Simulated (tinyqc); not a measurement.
Worked calculation: time-domain thermoreflectance: layered heat flow under a modulated pulse train, and what the signal ratio measures. Computed by tinyqc, a small Python program that keeps every step. Command: `OMP_NUM_THREADS=1 python tinyqc.py 3111318 3111319 out.jsonl tdtr walk`. One thread of a shared host (Intel(R) Xeon(R) Processor @ 2.30GHz), about 0.2 s of CPU time with the checks. Intermediate numbers are printed to about 6 digits and carried at full precision; extremes and crossings named in words are read from the listed rows.

Pulses repeat at 80 MHz; heat is laid down at the surface, all layers are isotropic, and the film is in perfect contact with the substrate.

Inputs (values chosen for the exercise, modelled on aluminium on germanium): metal thickness d = 110 nm; metal conductivity = 130 W/(m K); metal heat capacity = 2.42 MJ/(m^3 K); boundary conductance G under the metal = 100 MW/(m^2 K); film thickness = 70 nm; film conductivity = 3.3 W/(m K); film heat capacity = 2.1 MJ/(m^3 K); substrate conductivity kappa = 61.7 W/(m K); substrate heat capacity C = 1.7 MJ/(m^3 K); modulation frequency f = 1 MHz; spot radius w (1/e^2, pump and probe) = 11 micrometre; delay t = 710 ps.

Stack: metal, film, substrate.

## Length and time scales

Penetration depth sqrt(kappa/(pi f C)); effusivity sqrt(kappa C); cooling time of the metal d C_m/G; Kapitza length kappa/G.

penetration depth = 3.39894 micrometre

effusivity = 10241.6 W s^(1/2)/(m^2 K)

cooling time of the metal = 2662 ps

Kapitza length = 617 nm

depth over spot radius = 0.308994

The penetration depth is not small against the spot, so radial spreading in the substrate matters at f.

## Impedance at k = 0 and the modulation frequency

For radial wave number k and angular frequency W each layer has u = sqrt(4 pi^2 k^2 + i W C/kappa) and gamma = kappa u. Surface impedance from below: Z = 1/gamma for the substrate; a layer of thickness L maps Z to (Z + tanh(u L)/gamma)/(1 + gamma Z tanh(u L)); a boundary adds 1/G. Take k = 0 and W = 2 pi f.

Z of the substrate = 27.5441-27.5441i m^2 K/GW

Z at the surface = 52.2240-31.6203i m^2 K/GW

## Response at the modulation frequency

Response per absorbed watt H(W) = 2 pi int_0^(2/w) Z(k, W) exp(-pi^2 k^2 w^2) k dk by 20 Gauss-Legendre points.

H(2 pi f) = 0.140219-0.074076i K/mW

phase of H(2 pi f) = -27.8469 degrees

## Signal at one delay

Signal: X + iY = sum_(m = -M..M) H(2 pi (f + m f_r)) exp(i 2 pi m f_r t) exp(-pi (m/M)^2 x 4), f_r = 80 MHz, M = 4000, with H(-W) the complex conjugate of H(W); V_in = X, V_out = Y, ratio = -V_in/V_out.

V_in = 0.199683 K/mW

V_out = -0.0737475 K/mW

ratio -V_in/V_out = 2.70766

## Ratio and sensitivities against delay

Sensitivity S = ln(ratio'/ratio)/ln(1.01) for a rise of one input by 1 %.

Ratio and sensitivities:
```
t (ps)    ratio  S to kappa     S to G     S to d    S to C     S to w  S to film conductivity
100     2.98998    0.439034  -0.033518  -0.432845  0.252534  -0.250805               -0.055395
200     2.89871    0.435801  -0.045235  -0.523406  0.248429  -0.250764               -0.062480
400     2.81345    0.432423  -0.059201  -0.494524  0.244299  -0.250436               -0.071870
800     2.68062    0.426820  -0.074579  -0.443335  0.237445  -0.249840               -0.088736
1500    2.50324    0.418599  -0.087989  -0.375754  0.227301  -0.249032               -0.114702
2500    2.30506    0.407785  -0.099208  -0.301068  0.213822  -0.248367               -0.148447
4000    2.06731    0.391753  -0.111359  -0.211042  0.193533  -0.248323               -0.191486
```

The largest sensitivity in size at 100 ps is to kappa (+0.44). At 400 ps an error of 3 % in d passes on as 3 % in kappa.

Checks made by the program: steady rise of a bare substrate, 1/(2 sqrt(pi) w kappa), from the same quadrature (relative difference below 1e-10).
